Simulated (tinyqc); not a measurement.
Inside a calculation. Method: geometry optimisation on the RHF/3-21g surface (energies and gradients from PySCF), for H3+, spin multiplicity 1. Computed by tinyqc, a small Python program that keeps every step (integrals from PySCF). Settings: charge = 1, multiplicity = 1, basis = 3-21g, optimiser = bfgs, first Hessian = 0.6, largest step = 0.5, iteration cap = 30. Command: `OMP_NUM_THREADS=1 python tinyqc.py 20262 20263 out.jsonl` (the two numbers bound the seeds that draw the settings). One thread of a shared host (Intel(R) Xeon(R) Processor @ 2.60GHz), about 0.9 s of CPU time with the checks.

## Step 1: energy and gradient

positions at the start (bohr):
```
            x          y          z
1H  -0.030236   0.030236  -0.024566
2H  -0.092597  -0.079368   1.763114
3H   0.077479   0.727545  -1.538237
```

Self-consistent energy and analytic gradient at these positions.

energy = -1.20945732 hartree

gradient (hartree/bohr):
```
              x            y            z
1H  -0.00002649  -0.00493738  -0.01439590
2H  -0.00155474  -0.00435798   0.03953236
3H   0.00158123   0.00929536  -0.02513646
```

## Step 1: move

Quasi-Newton step p = -H^(-1) g (first H = 0.6 times the unit matrix); steps longer than 0.5 bohr are cut back.

positions after step 1 (bohr):
```
            x          y          z
1H  -0.030191   0.038465  -0.000573
2H  -0.090005  -0.072105   1.697227
3H   0.074843   0.712052  -1.496343
```

## Step 2: energy and gradient

As before.

energy = -1.21324009 hartree

gradient (hartree/bohr):
```
              x            y            z
1H  -0.00005358  -0.00348320  -0.00896567
2H  -0.00124540  -0.00392375   0.03032555
3H   0.00129898   0.00740696  -0.02135989
```

## Step 2: move

inverse Hessian in use (bohr^2/hartree), lower triangle:
```
           1          2          3          4          5          6          7          8
1   1.666673
2   0.000759   1.713388
3   0.002121   0.118876   1.962693
4   0.000251   0.016877   0.043746   1.672663
5   0.000737   0.053616   0.141017   0.018794   1.724916
6  -0.006270  -0.409592  -1.055346  -0.146314  -0.460633   5.230476
7  -0.000258  -0.017637  -0.045867  -0.006247  -0.019531   0.152583   1.673171
8  -0.001496  -0.100337  -0.259893  -0.035672  -0.111866   0.870225   0.037168   1.878870
9   0.004149   0.290715   0.759320   0.102567   0.319617  -2.508464  -0.106716  -0.610332

          9
9  3.415811
```

Quasi-Newton step p = -H^(-1) g (the inverse Hessian comes from BFGS updates; coordinates in the order x, y, z of each atom); steps longer than 0.5 bohr are cut back.

positions after step 2 (bohr):
```
            x          y          z
1H  -0.029787   0.065127   0.068253
2H  -0.080497  -0.042213   1.465507
3H   0.064931   0.655498  -1.333449
```

## Step 3: energy and gradient

As before.

energy = -1.21543378 hartree

gradient (hartree/bohr):
```
              x            y            z
1H  -0.00101364   0.00108140   0.03792918
2H   0.00112169   0.00056225  -0.03652203
3H  -0.00010806  -0.00164365  -0.00140715
```

## Step 3: move

inverse Hessian in use (bohr^2/hartree), lower triangle:
```
           1          2          3          4          5          6          7          8
1   1.666730
2   0.002493   1.696288
3   0.005565   0.006745   1.497726
4   0.000846   0.009271  -0.000136   1.669412
5   0.002693   0.035300   0.017507   0.010571   1.705339
6  -0.020517  -0.206860   0.058881  -0.060905  -0.240771   2.998218
7  -0.000909  -0.011764  -0.005429  -0.003592  -0.013264   0.081422   1.671168
8  -0.005186  -0.064921  -0.024252  -0.019842  -0.073972   0.447631   0.025028   1.805560
9   0.014952   0.200115   0.110060   0.061041   0.223264  -1.390433  -0.075992  -0.423379

          9
9  2.947040
```

As before.

positions after step 3 (bohr):
```
            x          y          z
1H  -0.029051   0.055627   0.013699
2H  -0.084551  -0.052485   1.571969
3H   0.068249   0.675269  -1.385358
```

## Convergence

Stop when the largest gradient component is below 3e-5 hartree/bohr. The inverse Hessian follows the BFGS update with s = step, y = change of gradient.

Course of the optimisation:
```
step  E (hartree)  largest gradient (hartree/bohr)
1     -1.20945732                         3.95e-02
2     -1.21324009                         3.03e-02
3     -1.21543378                         3.79e-02
4     -1.21743732                         8.05e-03
5     -1.21762028                         4.46e-03
6     -1.21771590                         4.86e-03
7     -1.21805616                         1.10e-02
8     -1.21870306                         1.55e-02
9     -1.22057019                         2.37e-02
10    -1.22840181                         3.56e-02
11    -1.25386025                         4.96e-02
12    -1.26289904                         4.81e-02
13    -1.26886598                         1.88e-02
14    -1.27000953                         5.04e-03
15    -1.27004195                         2.78e-03
16    -1.27006110                         9.09e-04
17    -1.27006403                         3.76e-04
18    -1.27006459                         8.58e-05
19    -1.27006460                         7.16e-06
```

Final distances (angstrom):
```
pair   distance
2H-1H  0.846650
3H-1H  0.846638
3H-2H  0.846649
```

Converged in 19 steps.
